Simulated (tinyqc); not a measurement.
Square on-chip spiral inductor, lumped pi model: two steps of the calculation.

Outer diameter do = di + 2 n wd + 2 (n - 1) sp, mean da = (do + di)/2, fill p = (do - di)/(do + di), length l = 4 n da. L = 2.34 mu0 n^2 da/(1 + 2.75 p), mu0 = 4 pi 1e-7 H/m. Rs = rho l/(wd delta (1 - exp(-th/delta))), delta = sqrt(rho/(pi f mu0)). Cs = n wd^2 eps0 eo/hu across the coil. At each end Cox = l wd eps0 eo/(2 ho) leads to the substrate branch Rsi = 2 rs he/(l wd) in parallel with Csi = l wd eps0 11.7/(2 he). With one end grounded Y = 1/(Rs + i w L) + i w Cs + 1/[1/(i w Cox) + 1/(1/Rsi + i w Csi)], w = 2 pi f; Q = -Im Y/Re Y. Eddy currents in neighbouring turns and in the substrate are left out.

Values chosen for this exercise; values of the order met in silicon radio-frequency processes:
```
symbol,value,unit,meaning
n,1.5,,number of turns
wd,20,um,line width
sp,1.5,um,space between turns
di,100,um,inner diameter
th,2,um,metal thickness
rho,3,uohm cm,metal resistivity
ho,7,um,oxide below the coil
hu,0.6,um,oxide between coil and underpass
eo,3.9,,relative permittivity of the oxide
rs,100,ohm cm,substrate resistivity
he,30,um,effective spreading depth in the substrate
f,3.3,GHz,frequency
```

Constants: eps0 = 8.8541878128e-12 F/m. Results are converted to the units shown.

Question 1. Geometry and model elements. do, l, L, delta, Rs, Cs, Cox, Rsi and Csi as defined.

Wanted: do; l; L; delta; Rs; Cs; Cox; Rsi; Csi.

Answer 1.

do = 161.5 um
l = 784.5 um
L = 0.5253 nH
delta = 1.517 um
Rs = 1.059 ohm
Cs = 34.53 fF
Cox = 38.70 fF
Rsi = 3824 ohm
Csi = 27.09 fF

Question 2. Admittance, quality factor and apparent inductance. Series branch 1/(Rs + i w L), substrate branch, total Y, Q = -Im Y/Re Y, apparent inductance Im(1/Y)/w, metal-only value w L/Rs, share of the loss in the substrate Re(substrate branch)/Re Y.

L = 0.52531813 nH
Rs = 1.0589077 ohm
Cs = 34.531332 fF
Cox = 38.699758 fF
Rsi = 3824.0918 ohm
Csi = 27.089830 fF

Wanted: series branch; substrate branch; Y; Q; apparent inductance; w L/Rs; share of the loss in the substrate.

Answer 2.

series branch = 8.842-90.949i mS
substrate branch = 0.08728+0.34714i mS
Y = 8.929-89.886i mS
Q = 10.067
apparent inductance = 0.53131 nH
w L/Rs = 10.286
share of the loss in the substrate = 0.97745 %

Q is 97.9 % of the metal-only value.

Program tinyqc, `OMP_NUM_THREADS=1 python tinyqc.py 2302162 2302163 out.jsonl`; Intel Xeon 2.30GHz, shared host, one thread, about 0.01 s.
